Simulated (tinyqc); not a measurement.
## Pinning of the barrier by interface states

Cowley-Sze model with the space charge neglected: phiB = S (phiM - chi) + (1 - S)(Eg - phi0), S = 1/(1 + q Dit dl/(eps0 ei)), dl in cm.

Values chosen for this exercise; band and dielectric values close to those of silicon: band gap Eg = 1.11 eV; electron affinity chi = 4.02 eV; thickness of the interfacial layer dl = 0.4 nm; relative permittivity of the interfacial layer ei = 3.9; neutral level above the valence band phi0 = 0.63 eV; metal work function phiM = 4.92 eV.

Constants: q = 1.602176634e-19 C, eps0 = 8.8541878128e-14 F/cm where lengths are in cm. Results are converted to the units shown.

Results:
```
Dit (cm^-2 eV^-1)        S  phiB (eV)  change of phiB for 0.5 eV more work function (eV)
1e11                0.9981     0.8992                                             0.4991
3e11                0.9945     0.8977                                             0.4972
1e12                0.9818     0.8923                                             0.4909
3e12                0.9473     0.8778                                             0.4736
1e13                0.8435     0.8343                                             0.4217
3e13                0.6424     0.7498                                             0.3212
3e14                0.1523     0.5439                                            0.07613
1e15               0.05113     0.5015                                            0.02556
```

Estimate the missing row, Dit = 1e14 cm^-2 eV^-1.

Computed row:
```
Dit (cm^-2 eV^-1)       S  phiB (eV)  change of phiB for 0.5 eV more work function (eV)
1e14               0.3502     0.6271                                             0.1751
```

With this row back in the table: S falls from 0.998 to 0.0511, passing 1/2 at Dit = eps0 ei/(q dl) = 5.39e13 cm^-2 eV^-1. The barrier falls from 0.899 to 0.501 eV, from near the Schottky-Mott value phiM - chi = 0.900 eV towards the pinned value Eg - phi0 = 0.480 eV.

Computed by the program tinyqc: `OMP_NUM_THREADS=1 python tinyqc.py 2020155 2020156 out.jsonl`, one thread of a shared Intel Xeon 2.30GHz, about 0.1 s for the whole run.
